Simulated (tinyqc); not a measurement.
Tilting alike or in alternation: buckled dimers of a reconstructed (001) surface, two dangling bonds a dimer.

In a dimer one atom moves up by z and the other down by z; the dangling bond of the up atom (more s-like) falls by gm z and that of the down atom rises by gm z. With all dimers tilted alike: H(k) = [[-gm z - 2 ta cos k, -tp - 2 tx cos k], [., gm z - 2 ta cos k]], k along the row in 1/a. Two electrons a dimer fill the lowest N of the 2N levels on the mesh k_j = (j + 1/2) pi/N. Total energy a dimer: W(z) = (2/N) sum of the filled levels + kf z^2. Repulsion between electrons is left out.

Parameters, chosen for this exercise (of the size met on diamond (001); not measured data):
```
symbol  value  unit           meaning
tp      1.36   eV             pi coupling inside a dimer
ta      0.16   eV             coupling between like atoms along the row
tx      0.07   eV             diagonal coupling along the row
gm      2.22   eV/angstrom    shift of a dangling bond with height
kf      6.1    eV/angstrom^2  force constant of buckling
N       16                    k points
```

Alternation doubles the cell: sites L1, R1, L2, R2 with levels -gm z, +gm z, +gm z, -gm z, -tp inside a dimer, -2 ta cos k between L1-L2 and R1-R2, -2 tx cos k between L1-R2 and R1-L2, on k_j = (j + 1/2) pi/(2N); the lowest half of the levels is filled. Energies a dimer; gaps on these meshes.

Two patterns:
```
z (angstrom)  W alike (eV)  W alternating (eV)  difference (meV)  gap alike (eV)  gap alternating (eV)
0.05               -2.7138             -2.7141              -0.2          2.0922                2.0926
0.10               -2.6952             -2.6960              -0.8          2.1195                2.1276
0.20               -2.6179             -2.6208              -2.9          2.2257                2.2623
0.30               -2.4809             -2.4863              -5.5          2.3942                2.4706
0.40               -2.2743             -2.2821              -7.8          2.6151                2.7357
0.50               -1.9882             -1.9978              -9.6          2.8785                3.0427
```

Give the missing row, z (angstrom) = 0.15.

Computed row:
```
z (angstrom)  W alike (eV)  W alternating (eV)  difference (meV)  gap alike (eV)  gap alternating (eV)
0.15               -2.6635             -2.6652              -1.7          2.1642                2.1848
```

The lowest W listed is -2.7138 eV for like tilts and -2.7141 eV for alternation (both in the first row: W rises with z, so these dimers stay nearly flat); the difference at equal z runs from -9.6 to -0.2 meV. With alternation ta joins filled up atoms to empty down atoms and gains energy in second order, about 2 ta^2/(gm z) a dimer at large z, while tx does so for like tilts; here ta = 0.16 and tx = 0.07 eV. At z = 0.3 the gap is 2.394 eV alike and 2.471 eV alternating.

Run: tinyqc, `OMP_NUM_THREADS=1 python tinyqc.py 1482154 1482155 out.jsonl`; Intel(R) Xeon(R) Processor @ 2.30GHz, one thread, shared host; about 0.03 s of CPU time with all checks.
